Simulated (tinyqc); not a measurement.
What sets the screening length: static screening by free carriers.

kF = (3 pi^2 n/Mv)^(1/3), EF = c kF^2/m with c = hbar^2/2m0, n in 1/angstrom^3 (1e-24 per 1/cm^3), e2 = e^2/(4 pi eps0). Thomas-Fermi: qTF^2 = 6 pi e2 n/(eps EF). Debye: qD^2 = 4 pi e2 n/(eps kB T).

F_j(eta) = (1/Gamma(j + 1)) integral_0^infinity x^j dx/(1 + exp(x - eta)), which tends to exp(eta) for eta << 0.

At finite T: qs^2 = qD^2 F_-1/2(eta)/F_1/2(eta), where n = Mv N F_1/2(eta) and N = 2 (m kB T/(4 pi c))^(3/2) with c = hbar^2/2m0, in 1/angstrom^3; times 1e24 for 1/cm^3.

Constants: hbar^2/2m0 = 3.80998211 eV angstrom^2; e^2/(4 pi eps0) = 14.39964547 eV angstrom; kB = 8.617333262e-05 eV/K.

Parameters, chosen for this exercise (near those of GaN; shifted at random, so the results belong to these values and not to a real crystal):
- n = 5.3e+18 1/cm^3 (carrier density)
- m = 0.198 m0 (mass of one isotropic valley)
- Mv = 1 (valleys)
- eps = 9.42 (background dielectric constant)
- T = 200 K

All results formed anew.

Results for these values:

| case | Debye (angstrom) | Thomas-Fermi (angstrom) | finite T (angstrom) |
|---|---|---|---|
| base | 13.01 | 19.15 | 20.14 |

What happens to each result for eps = 11.304, all else kept?

Answer: Debye rises from 13.01 to 14.25; Thomas-Fermi rises from 19.15 to 20.97; finite T rises from 20.14 to 22.07.

The same for each parameter in turn:

| case | Debye (angstrom) | Thomas-Fermi (angstrom) | finite T (angstrom) |
|---|---|---|---|
| base | 13.01 | 19.15 | 20.14 |
| n = 1.06e+19 1/cm^3 | 9.200 | 17.06 | 17.38 |
| m = 0.2574 m0 | 13.01 | 16.79 | 18.28 |
| eps = 11.304 | 14.25 | 20.97 | 22.07 |
| T = 260 K | 14.83 | 19.15 | 20.84 |
| Mv = 2 | 13.01 | 15.20 | 17.14 |

Program tinyqc; command `OMP_NUM_THREADS=1 python tinyqc.py 1652104 1652105 out.jsonl`; about 0.01 s on one thread of a shared Intel(R) Xeon(R) Processor @ 2.30GHz.
